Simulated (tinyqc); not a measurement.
Ellipsometry and reflectance of a transparent film on an absorbing substrate: effect of the angle of incidence.

Air (index 1), film, substrate with N2 = n2 - i k2; time factor exp(+i w t). q_j = sqrt(N_j^2 - sin^2 th), root with positive real part. Fresnel coefficients r_s = (q_a - q_b)/(q_a + q_b), r_p = (N_b^2 q_a - N_a^2 q_b)/(N_b^2 q_a + N_a^2 q_b). tan(Psi) exp(i Delta) = R_p/R_s, Delta taken from 0 to 360 degrees.

beta = 2 pi d q1/lam, X = exp(-2 i beta), R = (r01 + r12 X)/(1 + r01 r12 X) for p and s. dDelta/dd is the derivative of Delta; period lam/(2 q1).

Parameters, values chosen for the exercise; indices close to those of silicon nitride on silicon:
- lam = 405 nm (wavelength)
- n1 = 2.032 (index of the transparent film)
- d = 1.1 nm (film thickness)
- n2 = 5.42 (index of the substrate)
- k2 = 0.329 (extinction coefficient of the substrate)

Result of one run:
```
Psi (degrees),Delta (degrees),|R_p|^2,|R_s|^2,dDelta/dd (degrees/nm),period (nm)
32.72,176.7,0.2689,0.6511,-1.509,108.9
```

Which angle of incidence th gave this result: 55, 60, 65 or 70 degrees?

th = 55 degrees.

The whole series:
```
th (degrees),Psi (degrees),Delta (degrees),|R_p|^2,|R_s|^2,dDelta/dd (degrees/nm),period (nm)
50,35.37,177.5,0.3117,0.6184,-1.152,107.6
55,32.72,176.7,0.2689,0.6511,-1.509,108.9
60,29.40,175.6,0.2184,0.6878,-2.004,110.2
65,25.11,174.0,0.1600,0.7288,-2.758,111.3
70,19.36,170.9,0.09557,0.7740,-4.130,112.4
75,11.37,162.5,0.03329,0.8237,-7.789,113.3
80,3.894,67.56,0.004068,0.8780,5.798,113.9
85,20.30,8.485,0.1282,0.9368,3.652,114.3
```

Psi goes from 35.4 through a minimum of 3.89 (at th = 80 among the rows listed) to 20.3 degrees and |R_p|^2 goes from 0.312 through a minimum of 0.00407 (at th = 80 among the rows listed) to 0.128. The slope of Delta is largest in size, 7.79 degrees/nm, at th = 75 among the rows. The bare substrate has its smallest |R_p| near arctan(n2) = 79.5 degrees.

Program tinyqc, `OMP_NUM_THREADS=1 python tinyqc.py 2870169 2870170 out.jsonl`; Intel Xeon 2.30GHz, shared host, one thread, about 0.01 s.
